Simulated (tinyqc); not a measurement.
Comparisons within one model: gated graphene: carriers, quantum capacitance and optical conductivity. A value that a table varies takes the place of the one given here.

Cones E = +/- hv |k|, four flavours, D(E) = 2|E|/(pi hv^2). n = (2/pi)(kT/hv)^2 F_1(mu/kT), p = (2/pi)(kT/hv)^2 F_1(-mu/kT), in 1/angstrom^2 (1e16 for 1/cm^2); F_1(eta) = integral_0^infinity x dx/(1 + exp(x - eta)). Cq/e^2 = d(n - p)/d mu = (2 kT/(pi hv^2)) ln(2 + 2 cosh(mu/kT)).

Gate: V = mu/e + e (n - p)/Cox with Cox/e^2 = k/(4 pi e2 t), t in angstrom, e2 = e^2/(4 pi eps0); 1/(eV angstrom^2) in C/e^2 equals 1602.176634 microfarad/cm^2; total 1/C = 1/Cox + 1/Cq.

Conductivity over sigma0 = e^2/(4 hbar): interband Re = sinh(E/2kT)/(cosh(mu/kT) + cosh(E/2kT)); intraband Re = (8 kT/pi) ln(2 cosh(mu/2kT)) Gm/(E^2 + Gm^2). A free sheet absorbs about pi alpha_f Re(sigma/sigma0), alpha_f the fine-structure constant (alpha among the constants).

Constants: kB = 8.617333262e-05 eV/K; e^2/(4 pi eps0) = 14.39964547 eV angstrom; fine-structure constant alpha = 0.007297352564.

Parameters, chosen for this exercise (Fermi velocity near that of graphene, gate dielectric near hBN; shifted at random, so the results belong to these values and not to a real crystal):
- hv = 6.55 eV angstrom (hbar vF)
- T = 150 K
- k = 3.32 (dielectric constant of the gate layer)
- t = 30 nm (its thickness)
- Gm = 2 meV (intraband damping)
- V = -12.03 V (gate voltage from the neutrality point)

## Gate sweep

Results:
```
V (V)  mu (eV)  n - p (1/cm^2)  n + p (1/cm^2)  Cq (microfarad/cm^2)  C/Cox  Cox V/e (1/cm^2)
0       0.0000               0        4.08e+10                 0.426  0.813                 0
0.36    0.0454        1.92e+11        1.94e+11                  1.10  0.918          2.20e+11
0.96    0.0818        5.37e+11        5.37e+11                  1.95  0.952          5.87e+11
2.4     0.1346        1.39e+12        1.39e+12                  3.20  0.970          1.47e+12
4.8     0.1934        2.82e+12        2.82e+12                  4.60  0.979          2.94e+12
8.4     0.2580        4.98e+12        4.98e+12                  6.13  0.984          5.14e+12
12      0.3095        7.15e+12        7.15e+12                  7.36  0.987          7.34e+12
18      0.3804        1.08e+13        1.08e+13                  9.04  0.989          1.10e+13
26      0.4582        1.56e+13        1.56e+13                  10.9  0.991          1.59e+13
```

What does this show?

At neutrality n + p = 4.08e+10 1/cm^2 of thermal carriers remain and C/Cox = 0.813; at the last row C/Cox = 0.991 and the plain capacitor rule overstates n - p by 1.8 %. Between the last two rows mu goes as V^0.51; for |mu| well above kT the limits are 1/2 where Cox is small against Cq and 1 where it is large.

## Absorption spectrum

mu = -0.30993 eV

Results:
```
E (eV)  interband  intraband  absorption (%)
0.062      0.0000     0.2051           0.470
0.124      0.0000     0.0513           0.118
0.217      0.0000     0.0168           0.038
0.310      0.0000     0.0082           0.019
0.434      0.0008     0.0042           0.011
0.527      0.0268     0.0028           0.068
0.620      0.5013     0.0021           1.154
0.713      0.9735     0.0016           2.235
0.806      0.9993     0.0012           2.294
0.992      1.0000     0.0008           2.294
1.240      1.0000     0.0005           2.294
1.860      1.0000     0.0002           2.293
```

How do the results move?

The edge lies at 2|mu| = 0.620 eV and, for |mu| above about 3 kT (here 24.0), rises from 10 % to 90 % over about 8.8 kT = 0.114 eV. The absorption is lowest, 0.011 %, at 0.434 eV of those listed, between the Drude tail and the edge; at the last row it is 2.293 % against pi alpha_f = 2.293 %. The thin-sheet formula fails where the absorption is large, and trigonal warping matters above about 1.5 eV.

## What moves the Fermi level

All results formed anew. Each row changes one parameter from the base and keeps the others.

Results:
```
case                   mu (eV)  n - p (1/cm^2)   C/Cox
base                   -0.3099      -7.168e+12  0.9869
V = -15.639 V          -0.3542      -9.348e+12  0.9885
t = 21 nm              -0.3698      -1.019e+13  0.9843
k = 3.98               -0.3391      -8.571e+12  0.9856
hv = 7.21 eV angstrom  -0.3409      -7.149e+12  0.9856
T = 250 K              -0.3084      -7.169e+12  0.9868
```

What can be read from the table?

The largest shifts from the base row, up to three for each result and ties (the steps differ in size, so this ranks the rows, not the parameters). mu (eV): t -0.0599, V -0.0442, hv -0.0309. n - p (1/cm^2): t -3.02e+12, V -2.18e+12, k -1.40e+12. C/Cox: t -0.0025, V +0.0016, hv -0.0013.

tinyqc: `OMP_NUM_THREADS=1 python tinyqc.py 1652419 1652420 out.jsonl`; about 0.01 s, one thread, shared Intel(R) Xeon(R) Processor @ 2.30GHz.
